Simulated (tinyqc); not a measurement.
Three-phonon processes in a diatomic chain: dispersion, energy and momentum conservation, and decay channels of optical phonons: one step, computed by the program tinyqc. Command: `OMP_NUM_THREADS=1 python tinyqc.py 3120016 3120017 out.jsonl threeph walk`. One thread of a shared host (Intel(R) Xeon(R) Processor @ 2.30GHz), about 0.05 s of CPU time with the checks.

Cell length a, two atoms, one spring constant. x = q a/pi runs from -1 to 1; A and O are the acoustic and optical branches. Matrix elements are not computed: only conservation laws and occupation factors are followed.

Question. Dispersion. omega^2 = k (1/m + 1/M) -/+ k sqrt((1/m + 1/M)^2 - 4 sin^2(pi x/2)/(m M)); nu = 15.6333042 THz x sqrt(omega^2) for eV/(angstrom^2 u).

Inputs (values chosen for the exercise, for a model chain): light mass m = 31 u; heavy mass M = 70.1 u; spring constant k = 4.1 eV/angstrom^2.

Constants: nu for 1 eV/(angstrom^2 u) = 15.6333042 THz.

Give: the table «Branches» with the columns nu_A (THz), nu_O (THz), for x = 0.10, 0.20, 0.35, 0.50, 0.65, 0.80, 0.90, 1.00.

Answer.

Branches:

| x | nu_A (THz) | nu_O (THz) |
|---|---|---|
| 0.10 | 0.698 | 9.631 |
| 0.20 | 1.390 | 9.555 |
| 0.35 | 2.402 | 9.352 |
| 0.50 | 3.358 | 9.053 |
| 0.65 | 4.221 | 8.685 |
| 0.80 | 4.922 | 8.307 |
| 0.90 | 5.232 | 8.115 |
| 1.00 | 5.347 | 8.040 |
